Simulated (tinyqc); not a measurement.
# Floating body of a partially depleted SOI transistor: body voltage and kink, step by step

tinyqc, about 0.2 s, one thread, Intel Xeon 2.30GHz (shared host): `OMP_NUM_THREADS=1 python tinyqc.py 2182169 2182170 out.jsonl` Printed values are rounded.

Source at 0 V. Channel current Ic = 2 nf K Vt^2 [F(0) - F(Vd)](1 + la Vd), F(V) = ln^2(1 + exp((Vg - VT - nf V)/(2 nf Vt))), VT = VT0 - gb Vb. Saturation voltage Vs = 2 Vt sqrt(F(0)) + 3 Vt, excess Ve = (Vd - Vs + sqrt((Vd - Vs)^2 + 0.0004 V^2))/2, multiplication M1 = Ai Ve exp(-Bl/Ve). Each junction passes D(v) = J1 (exp(v/Vt) - 1) + J2 (exp(v/(2 Vt)) - 1). Bipolar current Ib = bb J1 (exp(Vb/Vt) - 1). The body settles where M1 (Ic + Ib) = D(Vb) + D(Vb - Vd) + Vb/Rb; drain current Id = (1 + M1)(Ic + Ib) - D(Vb - Vd).

Values chosen for this exercise; values of the order met in partially depleted silicon-on-insulator transistors:
- T = 300 K (temperature)
- VT0 = 0.48 V (threshold at zero body voltage)
- gb = 0.18 (fall of the threshold per volt of body voltage)
- nf = 1.39 (slope factor)
- K = 370 uA/(V^2 um) (gain factor per width)
- la = 0.05 1/V (channel-length modulation factor)
- Ai = 3.24 1/V (impact-ionisation prefactor)
- Bl = 8.6 V (impact-ionisation voltage)
- J1 = 1.1e-13 uA/um (diffusion saturation current of each junction)
- J2 = 2.7e-9 uA/um (recombination saturation current of each junction)
- bb = 3 (gain of the lateral bipolar transistor on the diffusion current)
- Rb = 1e9 kohm um (resistance of a weak body tie to the source (1e9 stands for no tie, and the term is then dropped))
- Vg = 1.03 V (gate voltage)
- Vd = 2.2 V (drain voltage)

Constants: q = 1.602176634e-19 C, kB = 1.380649e-23 J/K, Vt = kB T/q. Results are converted to the units shown.

Range of the model: The multiplication law is an empirical form chosen for the exercise; self-heating and capacitive coupling to the body are left out, and the linear laws are rough once Vb passes about 0.7 V or M1 about 0.1.

## Starting value

Vb = 0.71 V.

Vb at the start = 0.71 V

## Iteration 1: new Vb

Current into the body I_in = M1 (Ic + Ib) - D(Vb - Vd), current out I_out = D(Vb) + Vb/Rb; f = ln(I_in/I_out), s = df/dVb by central differences over 1e-5 V, Vb(new) = Vb - f/s.

Ic = 67.8720 uA/um
Ve = 1.63488 V
M1 = 0.0275101
I_in = 1.87485 uA/um
I_out = 0.0955661 uA/um
f = 2.97646
s = -37.9875 1/V
Vb after iteration 1 = 0.788354 V

## Iteration 2: new Vb

As before.

Ic = 70.7257 uA/um
Ve = 1.62473 V
M1 = 0.0264560
I_in = 2.02415 uA/um
I_out = 1.93951 uA/um
f = 0.0427149
s = -35.6650 1/V
Vb after iteration 2 = 0.789552 V

## Iteration 3: new Vb

As before.

Ic = 70.7698 uA/um
Ve = 1.62457 V
M1 = 0.0264401
I_in = 2.03136 uA/um
I_out = 2.03121 uA/um
f = 7.22634e-5
s = -35.5436 1/V
Vb after iteration 3 = 0.789554 V

## Course of the iteration

Stop when the step is below 1e-10 V, or after 40 iterations.

Course of the iteration:
```
iteration  Vb before the step (V)  step (V)
1                            0.71    0.0784
2                        0.788354   1.20e-3
3                        0.789552   2.03e-6
4                        0.789554  6.01e-12
```

Converged in 4 iterations.

## Drain current with floating and with grounded body

converged Vb = 0.789554 V

Id and VT at the converged Vb, Id at Vb = 0, their ratio, and the bipolar share Ib/(Ic + Ib).

VT = 0.337880 V
Id, floating = 78.8606 uA/um
Id, grounded = 46.4134 uA/um
ratio = 1.69909
bipolar share = 7.88684 %

The body rises to 0.790 V and lowers the threshold by 142 mV.
